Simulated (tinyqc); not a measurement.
Active against total: solid solubility of a dopant against its melt (retrograde solidus), clustering and the electrically active fraction. Computed by tinyqc, a small Python program. Command: `OMP_NUM_THREADS=1 python tinyqc.py 3004915 3004916 out.jsonl retro walk`. One thread of a shared host (Intel(R) Xeon(R) Processor @ 2.30GHz), about 0.01 s of CPU time with the checks.

Inputs (values chosen for the exercise, of the order of those of copper in silicon for the solubility): atoms per cluster m = 2; cluster scale N* at 1273 K = 5e+20 1/cm^3; activation energy E_b of the cluster scale = 0.36 eV; anneal temperature T_a = 1000 K.

Clustering: clusters of m atoms, electrons left out.

Constants: k_B = 8.617333262e-05 eV/K.

Method. A highly soluble donor (another dopant than that of the solidus) is limited by clustering. Donors N_a are active, and clusters hold m atoms each: N_t = N_a + m C, m C = N* (N_a/N*)^m, with N*(T) = N*(1273 K) exp[-(E_b/k_B)(1/T - 1/1273)].

Active density (1/cm^3):
```
N_t (1/cm^3)  N_a at T_a  fraction  N_a at T_a + 150 K  N_a at T_a - 150 K
1.00e+19      9.5529e+18   0.95529          9.7310e+18          9.1438e+18
3.00e+19      2.6547e+19   0.88491          2.7804e+19          2.4068e+19
1.00e+20      7.3520e+19   0.73520          8.1247e+19          6.1398e+19
2.00e+20      1.2430e+20   0.62151          1.4240e+20          9.9211e+19
5.00e+20      2.3331e+20   0.46663          2.7894e+20          1.7747e+20
1.00e+21      3.6112e+20   0.36112          4.4285e+20          2.6747e+20
2.00e+21      5.4497e+20   0.27249          6.8130e+20          3.9581e+20
5.00e+21      9.1333e+20   0.18267          1.1623e+21          6.5165e+20
```

The exponent d ln N_a/d ln N_t falls from 0.93 to 0.56, towards 1/m = 0.500. At the highest dose a 150 K hotter anneal gives 1.27 times the active density, and a later step 150 K cooler would cut it to 0.71 if it ran to equilibrium: short hot anneals come last. For ionised donors far above n_i the electrons enter the mass action too and halve the limiting exponent.

Extremes, crossings and ranges named in words are read from the listed rows.
